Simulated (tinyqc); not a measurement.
Peak against initial coverage: adsorption as a lattice gas: isotherms with interactions, competition, desorption peaks and saturation dose. Computed by tinyqc, a small Python program. Command: `OMP_NUM_THREADS=1 python tinyqc.py 3017470 3017471 out.jsonl adsorb walk`. One thread of a shared host (Intel(R) Xeon(R) Processor @ 2.30GHz), about 0.2 s of CPU time with the checks.

One adsorbate per site; a molecule needs 2 empty sites. Gas and surface have the same temperature.

Inputs (values chosen for the exercise, for a model surface):
```
quantity                           value  unit
desorption energy E                0.949    eV
prefactor nu                     3.7e+14   1/s
pair energy w (positive repels)    -0.03    eV
neighbours z                           3     -
heating rate beta                    2.7   K/s
```

Adsorption: dissociative (second order).

Constants: k_B = 8.617333262e-05 eV/K.

Method. Heating at the rate beta: d theta/dT = -(nu/beta) theta^2 exp(-[E - 2 z w theta]/(k_B T)). Integrated numerically (relative tolerance 1e-9); T_p is the maximum of the rate.

Peak temperatures (K):
```
theta_0   w = 0  with w
0.1      337.41  342.61
0.3      327.04  341.95
0.5      322.43  346.61
0.7      319.46  352.66
0.9      317.27  359.39
```

What does the comparison show, and why?

Without interaction the peak moves down by 20.1 K, the mark of second order; with w it moves by +16.8 K.

Extremes, crossings and ranges named in words are read from the listed rows.
